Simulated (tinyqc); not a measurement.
Inside a calculation. Method: inverse iteration on a symmetric matrix. Computed by tinyqc, a small Python program that keeps every step. Settings: method = inverse, shift = 0.11. Command: `OMP_NUM_THREADS=1 python tinyqc.py 28077 28078 out.jsonl` (the two numbers bound the seeds that draw the settings). One thread of a shared host (Intel(R) Xeon(R) Processor @ 2.60GHz), about 0.01 s of CPU time with the checks.

A:
$$\begin{pmatrix}
0.028000 & -0.882000 & 0.112000 & 0.182000 & 0.704000 & -0.266000 \\
-0.882000 & 0.258000 & -0.604000 & 0.255000 & 0.175000 & -0.064000 \\
0.112000 & -0.604000 & 1.205000 & -0.114000 & 0.310000 & -0.267000 \\
0.182000 & 0.255000 & -0.114000 & 1.211000 & 0.603000 & -0.269000 \\
0.704000 & 0.175000 & 0.310000 & 0.603000 & 2.327000 & 0.856000 \\
-0.266000 & -0.064000 & -0.267000 & -0.269000 & 0.856000 & 3.374000
\end{pmatrix}$$

Stop when the residual |A v - lambda v| is below 1e-9.

Steps:
```
step      lambda  residual
1     0.30437270  1.12e+00
2     0.46669178  5.44e-01
3     0.59077698  2.75e-01
4     0.62086174  1.36e-01
5     0.62393577  7.12e-02
6     0.62088697  4.50e-02
7     0.61683436  3.56e-02
8     0.61299291  3.14e-02
9     0.60964758  2.85e-02
10    0.60684321  2.58e-02
11    0.60454919  2.32e-02
12    0.60270680  2.07e-02
13    0.60124824  1.84e-02
14    0.60010651  1.62e-02
15    0.59922065  1.42e-02
16    0.59853801  1.25e-02
17    0.59801474  1.09e-02
18    0.59761526  9.53e-03
19    0.59731122  8.31e-03
20    0.59708037  7.23e-03
21    0.59690541  6.30e-03
22    0.59677298  5.48e-03
23    0.59667284  4.76e-03
24    0.59659718  4.14e-03
25    0.59654006  3.59e-03
26    0.59649694  3.12e-03
27    0.59646441  2.71e-03
28    0.59643987  2.36e-03
29    0.59642136  2.05e-03
30    0.59640741  1.78e-03
```

Can the last value be used, and what does the course show?

Not by the stop rule. Not converged in 30 steps: the residual falls only by the ratio of the two smallest distances of eigenvalues from the shift, 0.87 a step. all eigenvalues, for comparison: [-0.995285, 0.596365, 0.670214, 1.706843, 2.562910, 3.861953].
